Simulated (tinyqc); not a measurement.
# Thermoelectric coefficients with energy filtering, Landauer integrals: two studies

Bulk parabolic band, x = (E - Ec)/kB T, C = hbar^2/(2 m0), kB T in eV. Modes per area gv m kB T x/(4 pi C) times the back-scattering length l0 x^rr give the transport function s0 X(x), s0 = (2 q^2/h) gv m kB T l0/(4 pi C), X = x^(1 + rr), multiplied by tb for x < xb. I_k = int X (x - eta)^k w dx, w = 1/(4 cosh^2((x - eta)/2)).

Inputs (values chosen for the exercise):
```
symbol,value,unit,meaning
T,400,K,temperature
m,0.52,m0,mass of one valley
gv,2,,valleys
l0,0.49,nm,back-scattering length at x = 1
rr,2,,energy exponent of that length
kL,1,W/(m K),lattice thermal conductivity
eta,3.8,,reduced Fermi level (EF - Ec)/kB T
xb,3.5,,"barrier height over kB T, above Ec"
tb,0.2,,share of the transport function left below the barrier
```

Constants: q = 1.602176634e-19 C, kB = 1.380649e-23 J/K, hbar = 1.054571817e-34 J s, h = 6.62607015e-34 J s, m0 = 9.1093837015e-31 kg, Vt = kB T/q, hbar^2/(2 m0) = 0.0380998212 eV nm^2. Results are converted to the units shown.

Each table varies one quantity; the others keep the values above.

## Effect of the barrier height

sigma = s0 I_0, S = -(kB/q) I_1/I_0, Lorenz number L = (kB/q)^2 [I_2/I_0 - (I_1/I_0)^2], kappa_e = L sigma T. Power factor S^2 sigma, ZT = S^2 sigma T/(kappa_e + kL). The integrals are converged.

Effect of the barrier height:
```
xb   sigma (S/cm)  S (uV/K)  kappa_e (W/(m K))  power factor (mW/(m K^2))      ZT
0            2630    -174.1              2.784                      7.973  0.8429
1            2629    -174.2              2.782                      7.976  0.8436
1.9          2623    -175.0              2.750                      8.035  0.8571
2.9          2568    -181.1              2.567                      8.423  0.9444
3.9          2350    -200.4              2.149                      9.441   1.199
4.9          1915    -233.6              1.684                      10.45   1.557
5.8          1468    -264.2              1.439                      10.25   1.680
6.8          1071    -283.3              1.372                      8.591   1.449
7.8         817.3    -278.7              1.363                      6.350   1.075
```

What does the comparison show?

sigma falls from 2630 to 817 S/cm, |S| goes from 174 through a maximum of 283 (at xb = 6.8 among the rows listed) to 279 uV/K, and the power factor goes from 7.97 through a maximum of 10.4 (at xb = 4.9 among the rows listed) to 6.35 mW/(m K^2). Without a barrier the power factor at this eta = 3.8 is 7.97; the best row is 1.31 times that. States below the Fermi level add to sigma but subtract from |S|, and the barrier removes them.

## Effect of the Fermi level

Same model as above.

Results:
```
eta   sigma (S/cm)  S (uV/K)  kappa_e (W/(m K))  power factor (mW/(m K^2))      ZT
-1.5         23.68    -559.0            0.02472                     0.7400  0.2888
-0.5         63.25    -476.2            0.06491                      1.435  0.5389
0.5          165.2    -397.3             0.1642                      2.608  0.8960
1.5          413.8    -324.1             0.3950                      4.347   1.246
2.5          965.7    -258.6             0.8992                      6.458   1.360
3.5           2024    -204.3              1.904                      8.444   1.163
4.5           3739    -164.4              3.629                      10.10  0.8729
6.5           9608    -118.6              9.636                      13.51  0.5081
7.5        1.409e4    -104.7              14.13                      15.43  0.4079
8.5        1.984e4    -93.73              19.85                      17.43  0.3344
```

Estimate the missing row, eta = 5.5.

Computed row:
```
eta  sigma (S/cm)  S (uV/K)  kappa_e (W/(m K))  power factor (mW/(m K^2))      ZT
5.5          6218    -137.3              6.180                      11.73  0.6533
```

With this row back in the table: sigma rises from 23.7 to 19800 S/cm, and S rises from -559 to -93.7 uV/K. Among the rows the power factor is largest at eta = 8.5 and ZT, 1.36, at eta = 2.5, where S = -259 uV/K. The power factor is still rising in the last row. ZT peaks at a lower eta than the power factor because kappa_e grows with sigma.

Range of the model: Parabolic bands, elastic scattering and a fixed kL make these model figures, not those of a material.

Numbers from tinyqc (`OMP_NUM_THREADS=1 python tinyqc.py 2800132 2800133 out.jsonl`; about 0.02 s on one thread of a shared Intel Xeon 2.30GHz).
